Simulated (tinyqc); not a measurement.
## Six-transistor SRAM cell, nodal equations and margins: effect of the n-channel threshold

Two cross-coupled inverters (pull-down bn, pull-up bp) hold the nodes Q and QB; access transistors (ba, threshold VTn, gate on the word line at Vdd when selected) join them to the bit lines. Transistor (EKV form, voltages against the body): I = 2 n b Vt^2 [F(vp - Vs) - F(vp - Vd)] from drain to source, F(v) = ln^2(1 + exp(v/(2 Vt))), vp = (Vg - VT + sg |Vd - Vs|)/n. n-channel bodies are at 0; for the p-channel device all voltages are counted down from Vdd. b in uA/V^2 gives I in uA. For an access transistor the bit line is the drain and the node the source. In a read both bit lines are at Vdd. The cell is symmetric (no mismatch).

f(x) is the node voltage of one half-cell for input x: In = Ip in hold, In = Ip + Ia in a read. Static noise margin: side of the largest square between the curve (x, f(x)) and its mirror image (f(y), y); with h(c) the root x of f(x) - x = c, it is the maximum over c > 0 of h(c) - h(-c) + c. Q is the low node in a read and Iread the current of its access transistor. The write trip is the voltage to which the bit line of the high node must fall (the other staying at Vdd) for that state to vanish; higher is easier, and a negative value means that a grounded bit line does not write.

Inputs (values chosen for the exercise):
```
symbol  value    unit                                  meaning
T         293       K                              temperature
Vdd       0.5       V                           supply voltage
n        1.17                                     slope factor
sg      0.031                   drain-induced barrier lowering
VTp      0.37       V          p-channel threshold (magnitude)
bn        250  uA/V^2  gain factor of the pull-down transistor
ba        250  uA/V^2     gain factor of the access transistor
bp         70  uA/V^2    gain factor of the pull-up transistor
```

Constants: q = 1.602176634e-19 C, kB = 1.380649e-23 J/K, Vt = kB T/q. Results are converted to the units shown.

Effect of the n-channel threshold:
```
VTn (V)  hold margin (mV)  read margin (mV)  Q in a read (mV)  Iread (uA)  write trip (mV)
0.2                 136.9             29.19             82.00       5.100            287.7
0.26                166.4             60.51             67.81       3.350            226.0
0.32                193.1             84.68             55.07       1.965            170.4
0.38                211.8             103.9             43.96      0.9790            116.9
0.44                212.3             121.4             35.26      0.3823            65.05
0.5                 194.2             138.0             29.51      0.1082            14.23
```

As VTn goes from 0.2 to 0.5 V, the read margin rises from 29.2 to 138 mV, the write trip falls from 288 to 14.2 mV and Iread falls from 5.10 to 0.108 uA. The read margin is 0.21 of the hold margin in the first row and 0.71 in the last. Read stability and write ability pull in opposite directions. For VTn = 0.2 to 0.32 V the read margin is under 100 mV, which threshold mismatch, left out here, can use up in a large array.

Numbers from tinyqc (`OMP_NUM_THREADS=1 python tinyqc.py 2340160 2340161 out.jsonl`; about 0.2 s on one thread of a shared Intel Xeon 2.30GHz).
